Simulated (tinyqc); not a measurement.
# Electron continuity equation in a given potential, Scharfetter-Gummel discretisation, step by step

Program tinyqc, `OMP_NUM_THREADS=1 python tinyqc.py 2220029 2220030 out.jsonl`; Intel Xeon 2.30GHz, shared host, one thread, about 0.01 s. Printed values are rounded.

Steady state in one dimension: J = q mu n E + q D dn/dx with E = -dpsi/dx and D = mu Vt, dJ/dx = q (n/tau - G), fixed densities nL and nR at the ends. The potential is given, psi = U (x/L)^2, and is not changed by the electrons.

Inputs (values chosen for the exercise); mobility close to that of indium phosphide at room temperature: temperature T = 325 K; electron mobility mu = 5000 cm^2/(V s); length of the region L = 0.24 um; density at x = 0 nL = 1.1e12 cm^-3; density at x = L nR = 1.9e11 cm^-3; lifetime tau = 7.8e-12 s; uniform generation rate G = 0 cm^-3 s^-1; potential difference psi(L) - psi(0) U = -0.46 V.

Constants: q = 1.602176634e-19 C, kB = 1.380649e-23 J/K, Vt = kB T/q. Results are converted to the units shown.

Range of the model: The drift velocity mu E exceeds 1e7 cm/s somewhere, where real mobilities no longer stay constant.

## Potential on the mesh

10 equal intervals, h = L/10; psi = U (x/L)^2.

| node | psi (V) |
|---|---|
| 0 | 0.000000 |
| 1 | -0.004600 |
| 2 | -0.018400 |
| 3 | -0.041400 |
| 4 | -0.073600 |
| 5 | -0.115000 |
| 6 | -0.165600 |
| 7 | -0.225400 |
| 8 | -0.294400 |
| 9 | -0.372600 |
| 10 | -0.460000 |

## Bernoulli factors

d_i = (psi_(i+1) - psi_i)/Vt; B(d) = d/(exp(d) - 1), B(0) = 1. The flux on interval i is J_i = (q D/h) [n_(i+1) B(d_i) - n_i B(-d_i)].

| interval | d_i | B(d_i) | B(-d_i) |
|---|---|---|---|
| 0 | -0.16425 | 1.08437 | 0.920123 |
| 1 | -0.49275 | 1.26652 | 0.773779 |
| 2 | -0.82124 | 1.46620 | 0.644960 |
| 3 | -1.14974 | 1.68268 | 0.532935 |
| 4 | -1.47824 | 1.91491 | 0.436675 |
| 5 | -1.80673 | 2.16166 | 0.354921 |
| 6 | -2.13523 | 2.42149 | 0.286262 |
| 7 | -2.46373 | 2.69294 | 0.229215 |
| 8 | -2.79223 | 2.97452 | 0.182292 |
| 9 | -3.12072 | 3.26478 | 0.144059 |

The largest |d_i| is 3.12, above 2, where central differences lose the sign pattern that keeps densities positive.

## Tridiagonal system for the inner nodes

Row i (1 to 9): B(-d_(i-1)) n_(i-1) + b_i n_i + B(d_i) n_(i+1) = f_i with b_i = -B(-d_i) - B(d_(i-1)) - h^2/(D tau) and f_i = -G h^2/D; the known end values are moved to the right: f_1 loses B(-d_0) nL and f_9 loses B(d_9) nR. h = L/10, D = mu Vt.

| node | diagonal b | right side f (cm^-3) |
|---|---|---|
| 1 | -1.86342 | -1.01214e12 |
| 2 | -1.91676 | 0 |
| 3 | -2.00441 | 0 |
| 4 | -2.12462 | 0 |
| 5 | -2.27511 | 0 |
| 6 | -2.45319 | 0 |
| 7 | -2.65598 | 0 |
| 8 | -2.88051 | 0 |
| 9 | -3.12385 | -6.20309e11 |

## Densities and current

B(d_i) and B(-d_i) are the Bernoulli factors of the potential steps, b and f the diagonal and right side. Solve B(-d_(i-1)) n_(i-1) + b_i n_i + B(d_i) n_(i+1) = f_i (end values already in f), then J_i = (q D/h) [n_(i+1) B(d_i) - n_i B(-d_i)], h = L/10, D = mu Vt.

| node | n (cm^-3) |
|---|---|
| 0 | 1.1e12 |
| 1 | 1.44826e12 |
| 2 | 1.33167e12 |
| 3 | 9.76575e11 |
| 4 | 6.52879e11 |
| 5 | 4.52590e11 |
| 6 | 3.44456e11 |
| 7 | 2.82628e11 |
| 8 | 2.42133e11 |
| 9 | 2.12701e11 |
| 10 | 1.9e11 |

| interval | J (A/cm^2) |
|---|---|
| 0 | 5.21927 |
| 1 | 5.29067 |
| 2 | 5.35632 |
| 3 | 5.40446 |
| 4 | 5.43664 |
| 5 | 5.45896 |
| 6 | 5.47594 |
| 7 | 5.48987 |
| 8 | 5.50181 |
| 9 | 5.51229 |

Against a mesh 200 times finer the densities are off by at most 0.22 % of their local values.

## Three discretisations compared

10 equal intervals. Fluxes J_i = (q D/h)(n_(i+1) P_i - n_i Q_i), d_i = (psi_(i+1) - psi_i)/Vt: Scharfetter-Gummel P = B(d), Q = B(-d), B(d) = d/(exp(d) - 1); central P = 1 - d/2, Q = 1 + d/2; upwind P = 1 + max(-d, 0), Q = 1 + max(d, 0). Balance at each inner node: J_i - J_(i-1) = q h (n_i/tau - G). The reference is Scharfetter-Gummel on 2000 intervals.

Densities (cm^-3):

| node | Scharfetter-Gummel | central | upwind | reference |
|---|---|---|---|---|
| 0 | 1.100e12 | 1.100e12 | 1.100e12 | 1.100e12 |
| 1 | 1.448e12 | 1.464e12 | 1.404e12 | 1.447e12 |
| 2 | 1.332e12 | 1.352e12 | 1.304e12 | 1.330e12 |
| 3 | 9.766e11 | 9.823e11 | 1.018e12 | 9.748e11 |
| 4 | 6.529e11 | 6.424e11 | 7.316e11 | 6.515e11 |
| 5 | 4.526e11 | 4.399e11 | 5.206e11 | 4.516e11 |
| 6 | 3.445e11 | 3.375e11 | 3.855e11 | 3.438e11 |
| 7 | 2.826e11 | 2.799e11 | 3.027e11 | 2.822e11 |
| 8 | 2.421e11 | 2.411e11 | 2.505e11 | 2.419e11 |
| 9 | 2.127e11 | 2.124e11 | 2.154e11 | 2.126e11 |
| 10 | 1.900e11 | 1.900e11 | 1.900e11 | 1.900e11 |

Largest errors as a share of the largest reference density listed: Scharfetter-Gummel 0.12 %, central 1.5 %, upwind 5.5 %. The largest |d| is 3.12. Upwinding stays positive but acts as if D were larger by the factor 1 + |d|/2, up to 2.56 here.
